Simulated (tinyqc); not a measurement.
Hydrostatic strain: sp3s* tight binding, strained.

sp3s* tight binding, nearest neighbours only: anion (a) at 0, cation (c) at a/4 (1,1,1), orbitals s, px, py, pz, s* on each; k in units of 2 pi/a. With phases e_j = exp(i (pi/2) k.n_j) for n = (1,1,1), (1,-1,-1), (-1,1,-1), (-1,-1,1): g0 = (e1+e2+e3+e4)/4, g1 = (e1+e2-e3-e4)/4, g2 = (e1-e2+e3-e4)/4, g3 = (e1-e2-e3+e4)/4. The diagonal holds the levels Esa, Epa, Exa (s*) and Esc, Epc, Exc. Anion-cation block: <sa|sc> = Vss g0; <sa|xc> = Vsapc g1; <xa|sc> = -Vscpa g1; <xa|xc> = Vxx g0; <xa|yc> = <ya|xc> = Vxy g3, <xa|zc> = <za|xc> = Vxy g2, <ya|zc> = <za|yc> = Vxy g1; <s*a|xc> = Vxapc g1; <xa|s*c> = -Vpaxc g1; y and z take g2 and g3 in place of g1; s-s* and s*-s* vanish.

Strain e moves each bond vector to d = (1 + e) d0 (no internal displacement for the diagonal strains used here) and k is given in fractions of the strained reciprocal cell, so the phases stay. Two-centre values Vss_sigma = Vss/4, Vsp_sigma = sqrt3 V/4 for each s-p and s*-p pair, Vpp_sigma = (Vxx + 2 Vxy)/4, Vpp_pi = (Vxx - Vxy)/4 are scaled by (d0/d)^eta and combined with the new direction cosines; the levels on the diagonal stay.

Values chosen for the exercise (near a published set for Si, fitted to gaps, whose masses and valley positions are rough; shifted at random, so the results belong to these values and not to a real crystal):
- Esa = -4.169 eV (s level of the anion)
- Epa = 1.695 eV (p level of the anion)
- Esc = -4.169 eV (s level of the cation)
- Epc = 1.695 eV (p level of the cation)
- Exa = 6.589 eV (s* level of the anion)
- Exc = 6.589 eV (s* level of the cation)
- Vss = -8.272 eV (s-s)
- Vxx = 1.735 eV (px-px)
- Vxy = 4.529 eV (px-py)
- Vsapc = 5.739 eV (s anion, p cation)
- Vscpa = 5.739 eV (s cation, p anion)
- Vxapc = 5.394 eV (s* anion, p cation)
- Vpaxc = 5.394 eV (p anion, s* cation)
- eta = 2 (scaling exponent)

exx = eyy = ezz = e. Gaps as measured from the top of the valence band; the deformation potentials are (gap(0.01) - gap(-0.01))/0.06.

Gaps (eV):
```
e       Gamma   Delta       L  x of the minimum
-0.03  3.6880  1.1861  2.4906             0.720
-0.02  3.6131  1.1802  2.4813             0.724
-0.01  3.5405  1.1741  2.4718             0.727
0.00   3.4700  1.1678  2.4622             0.731
0.01   3.4016  1.1614  2.4295             0.734
0.02   3.3353  1.1547  2.3300             0.738
0.03   3.2708  1.1479  2.2333             0.742
```

gap deformation potentials (eV): Gamma -2.314, Delta -0.213, L -0.705

Per unit of volume strain the gaps move by -2.31 (Gamma), -0.21 (Delta) and -0.71 eV (L). The lowest valley stays the Delta line over the range. These potentials follow from the one exponent eta, which fitted models replace by one for each integral; with it the sizes are rough, the sign for Delta can be wrong (in Si, Ge and the III-V crystals measured values are small and positive), and the pressures at which valleys cross, and which valley takes over, are rough too. A gap of zero, where one is listed, marks an s level that has sunk below the valence top.

(tinyqc, `OMP_NUM_THREADS=1 python tinyqc.py 1482580 1482581 out.jsonl`, Intel(R) Xeon(R) Processor @ 2.30GHz, 1 thread, shared host, about 0.07 s.)
